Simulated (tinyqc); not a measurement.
What each parameter does: Wannier functions of a composite (isolated) pair of valence bands (bonds of an sp chain).

Each atom has a hybrid pointing left (<) and right (>). H(k): diagonal +V3 on A, -V3 on B; <A<|A>> = -V1a, <B<|B>> = -V1b, <A>|B<> = -V2, <B>|A<> = -V2p exp(ik); k in 1/a, Bloch sums with exp(ikR). The two lowest bands are filled. Trial functions in cell 0: g1 = cos(c) A> + sin(c) B<, and g2 = sin(c) B> + cos(c) A< of cell 1, whose Bloch vector has cos(c) exp(-ik) on A<. Projection A_mn = <psi_m|g_n>, S = A^+ A, Loewdin U = A S^(-1/2), Bloch-like states w_n = sum_m psi_m U_mn, H_W(k) = U^+ diag(E) U. P = sum_m |psi_m><psi_m| is free of phase choices, and S = g^+ P g, w = P g S^(-1/2).

Inputs chosen for the exercise: V2 = 2.88 eV (coupling in the bond A-B inside the cell); V2p = 3.67 eV (coupling in the bond to the next cell); V1a = 0.64 eV (coupling of the two hybrids on A); V1b = 0.83 eV (the same on B); V3 = 1 eV (A at +V3, B at -V3); c = 35 degrees (trial bonds cos(c) on A, sin(c) on B); xb = 0.55 a (position of B (A at 0)).

N = 12: centres, total spread (point-like hybrids at R and R + xb) and H_12(0).

Results for these values:

| case | centre 1 (a) | centre 2 (a) | total spread (a^2) | H_12(0) (eV) |
|---|---|---|---|---|
| base | 0.3643 | 0.7166 | 0.1179 | -0.5346 |

What happens to each result for V2 = 3.28 eV, all else kept?

Answer: centre 1 falls from 0.3643 to 0.3544; centre 2 falls from 0.7166 to 0.7164; total spread rises from 0.1179 to 0.1192; H_12(0) rises from -0.5346 to -0.5277.

The same for each parameter in turn:

| case | centre 1 (a) | centre 2 (a) | total spread (a^2) | H_12(0) (eV) |
|---|---|---|---|---|
| base | 0.3643 | 0.7166 | 0.1179 | -0.5346 |
| V2 = 3.28 eV | 0.3544 | 0.7164 | 0.1192 | -0.5277 |
| V2p = 4.07 eV | 0.3645 | 0.7220 | 0.1182 | -0.5294 |
| V1a = 0.84 eV | 0.3632 | 0.7177 | 0.1189 | -0.5332 |
| V1b = 1.03 eV | 0.3646 | 0.7162 | 0.1190 | -0.6628 |
| V3 = 1.4 eV | 0.3940 | 0.6959 | 0.1085 | -0.5766 |
| xb = 0.6 a | 0.3972 | 0.7480 | 0.1209 | -0.5346 |

tinyqc: `OMP_NUM_THREADS=1 python tinyqc.py 1480356 1480357 out.jsonl`; about 0.4 s, one thread, shared Intel(R) Xeon(R) Processor @ 2.30GHz.
